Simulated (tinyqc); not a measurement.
Thermal RC ladder, step response: one step of the calculation.

A ladder of 2 nodes: R_i joins node i to node i + 1, the last R to the ambient; C_i is the heat capacity of node i; theta is the rise above ambient, zero at t = 0. d theta/dt = -A theta + b with b = (Pw/C_1, 0, ...), times in ms.

Question. The rate matrix. A = C^(-1) K, K_ii = 1/R_(i-1) + 1/R_i (no first term for node 1), K_(i,i+1) = K_(i+1,i) = -1/R_i.

Values chosen for this exercise: resistances, junction to ambient R = [1.2, 0.43] K/W; heat capacities of the nodes C = [0.66, 6.1] mJ/K.

Wanted: A.

Answer.

A (1/ms):
```
        node 1  node 2
node 1   1.263  -1.263
node 2  -0.137   0.518
```

tinyqc, about 0.01 s, one thread, Intel Xeon 2.30GHz (shared host): `OMP_NUM_THREADS=1 python tinyqc.py 2520030 2520031 out.jsonl`
